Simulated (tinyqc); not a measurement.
Stoner model of a band magnet at zero temperature: one step, computed by the program tinyqc. Command: `OMP_NUM_THREADS=1 python tinyqc.py 3012592 3012593 out.jsonl stoner walk`. One thread of a shared host (Intel(R) Xeon(R) Processor @ 2.30GHz), about 0.01 s of CPU time with the checks.

Five orbitals per spin share one band; u = (E - E_bottom)/W runs from 0 to 1, and the states per spin, atom and energy are g = 5 d(u)/W with d = (8/pi) sqrt(u (1 - u)). N(u) is the integral of d from 0. The moment m = n_up - n_down (electrons per atom) moves the fillings to n +/- m/10; the energy is E(m) = E_band(m) - I m^2/4.

Question. The paramagnetic state. Solve N(u_F) = n; g_F = 5 d(u_F)/W; the Stoner product is I g_F.

Inputs (values chosen for the exercise, for a model d band): band width W = 3.7 eV; filling n per spin orbital = 0.39; Stoner parameter I = 0.662 eV.

Density of states: semi-elliptic.

Give: u_F; g_F; Stoner product I g_F.

Answer.

u_F = 0.4132

g_F = 1.694 1/eV

Stoner product I g_F = 1.122

I g_F > 1: the paramagnet is unstable.
